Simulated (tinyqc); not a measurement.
Inside a calculation. Model: electron mobility of a polar semiconductor by Rode's iterative solution of the Boltzmann equation. Computed by tinyqc, a small Python program that keeps every step. Command: `OMP_NUM_THREADS=1 python tinyqc.py 3029375 3029376 out.jsonl rode walk`. One thread of a shared host (Intel(R) Xeon(R) Processor @ 2.30GHz), about 0.01 s of CPU time with the checks. Intermediate numbers are printed to about 7 digits and carried at full precision; extremes and crossings named in words are read from the listed rows.

The distribution is f(E) + e F l(E) (-df/dE) cos(theta) for a weak field F, theta counted from the force; l(E) is a mean free path. Elastic processes enter by their momentum rate, polar optical phonons by out- and in-scattering terms. One valley only: where upper valleys lie close, measured mobilities are lower. The density n is prescribed, even where a narrow-gap material would have more intrinsic carriers.

Inputs (values chosen for the exercise, modelled on CdS):
```
quantity                               value    unit
effective mass m                       0.199     m_0
static permittivity eps_s                8.7       -
high-frequency permittivity eps_inf      5.3       -
density rho                             4820  kg/m^3
sound velocity v_l                      4370     m/s
acoustic deformation potential D_A       8.6      eV
optical phonon energy hbar w            37.4     meV
electron density n                   1.6e+18  1/cm^3
compensation ratio C                       0       -
temperature T                            500       K
grid points per phonon energy s            6       -
iteration cap                            200       -
```

Band: parabolic. Elastic processes: acoustic, impurity.

Constants: k_B = 8.617333262e-05 eV/K; m_0 = 9.1093837015e-31 kg; e = 1.602176634e-19 C; hbar = 1.054571817e-34 J s; eps_0 = 8.8541878128e-12 F/m; k_B = 1.380649e-23 J/K; hbar = 6.582119569e-16 eV s.

## Fermi level and screening

Parabolic band: E = hbar^2 k^2/(2 m), speed v = hbar k/m, states per spin, volume and energy g(E) = m k/(2 pi^2 hbar^2). Masses are multiplied by m_0 and all formulas are in SI units. The reduced Fermi level eta = E_F/(k_B T) solves n = 2 Z int g f dE with f = 1/(1 + exp(x - eta)) (Z = 1 unless valleys are given); screening length L_s = sqrt(eps_s eps_0 k_B T/(e^2 dn/deta)), dn/deta = 2 Z int g f (1 - f) dE. Integrals over x = E/(k_B T) use 160 Gauss-Legendre points in u = sqrt(x) from 0 to sqrt(max(eta, 0) + 32). N_I = n (1 + C)/(1 - C).

reduced Fermi level eta = -0.9797203

screening length L_s = 3.802801 nm

ionised impurity density N_I = 1.60e+18 1/cm^3

## Rates on one ladder of the grid

Phonon occupation N_q = 1/(exp(hbar w/(k_B T)) - 1). Acoustic deformation potential (elastic, equipartition, absorption and emission together): 1/tau = 2 pi k_B T D_A^2 g(E)/(hbar rho v_l^2). Singly charged impurities, momentum relaxation: 1/tau = N_I e^4 m (1 + 2 alpha E) Phi/(8 pi (eps_s eps_0)^2 hbar^3 k^3), with alpha = 0 for a parabolic band. Brooks-Herring: Phi = ln(1 + b) - b/(1 + b), b = 4 k^2 L_s^2. Polar optical, unscreened: W = e^2 w (1/eps_inf - 1/eps_s) m (1 + 2 alpha E') ln|(k + k')/(k - k')| / (4 pi eps_0 hbar^2 k), times N_q for absorption (E' = E + hbar w) and N_q + 1 for emission (E' = E - hbar w > 0), with alpha = 0 for a parabolic band; mean cosine of the angle <cos> = (k^2 + k'^2)/(2 k k') - 1/ln|(k + k')/(k - k')|. Energy grid E_j = (j + 1/2) hbar w/s, j = 0, 1, ..., up to (max(eta, 0) + 18) k_B T, so that E_j +/- hbar w are grid points; l = 0 beyond the grid; integrals are sums times the spacing. With f' = f(E'): out-scattering S_o = sum over absorption and emission of W (1 - f')/(1 - f); nu = sum of elastic rates; the in-scattering weights are c+ = W_abs <cos> (1 - f')/(1 - f) for E' = E + hbar w and c- likewise for emission.

Points j = s/2, s/2 + s, ... (the first seven rungs, or as many as the grid holds), rates in 1e12/s:
```
E (meV)    v (m/s)        nu       S_o        c+        c-
21.8167   196378.2  35.28129   53.2562  22.21516   0.00000
59.2167   323534.9  16.54761  106.8437  25.22930  25.61202
96.6167   413261.7  12.41575  117.5582  25.26222  42.43487
134.0167  486719.3  10.99113  117.8889  24.90685  48.84858
171.4167  550459.9  10.47894  115.6954  24.48857  51.46489
208.8167  607549.6  10.36263  112.8246  24.06504  52.42754
246.2167  659717.3  10.44363  109.8859  23.65069  52.61414
```

Points one phonon energy apart are coupled only to each other, so the grid falls into s independent ladders.

## The first two iterations on one ladder of the grid

Iteration: l_new(E) = [v(E) + c+ l(E + hbar w) + c- l(E - hbar w)]/(nu + S_o), from l = 0.

l after iteration 1 (nm): 2.218024  2.622023  3.179573  3.776530  4.362693  4.931919  5.482590

l after iteration 2 (all rungs but the last shown) (nm): 2.875922  3.732526  4.769651  5.824780  6.860304  7.859689

In-scattering lengthens l on the lowest rung by 29.7 % and on the second by 42.4 % in this step.

## The whole iteration

mu = e sum g v l f (1 - f) / (3 k_B T sum g f) over the grid; stop when mu changes by less than 1e-8 of itself.

Course of the iteration:
```
iteration  mu (cm^2/(V s))  relative change
1                  73.6906     1.000000e+00
2                 108.9264     3.234826e-01
3                 126.6566     1.399862e-01
4                 135.7008     6.664831e-02
5                 140.4122     3.355366e-02
6                 142.8876     1.732462e-02
7                 144.2056     9.139354e-03
...                    ...              ...
25                145.7556     2.501540e-07
26                145.7556     1.434857e-07
27                145.7556     8.247042e-08
28                145.7556     4.746602e-08
29                145.7556     2.736914e-08
30                145.7556     1.580060e-08
31                145.7556     9.136898e-09
```

mobility mu = 145.7556 cm^2/(V s)

iterations = 31

Converged in 31 iterations; mu rises at every step, from 73.69 to 145.8, since each step returns more of the forward-scattered current.

## Approximations against the iterative solution

Self-energy RTA: l = v/(nu + S_o), the first iteration. Momentum RTA: l = v/(nu + S_o - c+ v(E + hbar w)/v - c- v(E - hbar w)/v), listed only where the denominator is positive on the whole grid. The polar-only value solves the same system with nu = 0; the elastic value takes l = v/nu.

Mobilities:
```
method                              mu (cm^2/(V s))  deviation (%)
iterative solution                         145.7556         0.0000
self-energy RTA                             73.6906       -49.4424
momentum RTA                               147.1390         0.9491
polar phonons alone, exact                 196.9554        35.1271
elastic processes alone                    668.2692       358.4860
Matthiessen's rule on the last two         152.1214         4.3674
```

self-energy RTA mobility = 73.69061 cm^2/(V s)

polar-phonon mobility = 196.9554 cm^2/(V s)

elastic mobility = 668.2692 cm^2/(V s)

error of the self-energy RTA = -49.44236 %

The self-energy RTA is 49.4 % low: it counts every polar event as a full loss of current, though forward events keep part of it. Here hbar w/k_B T = 0.87. Matthiessen's rule is 4.4 % high. The momentum RTA deviates by +0.9 %.

Checks made by the program: iterated mobility against a direct solution of the banded linear system (relative difference 1e-08).
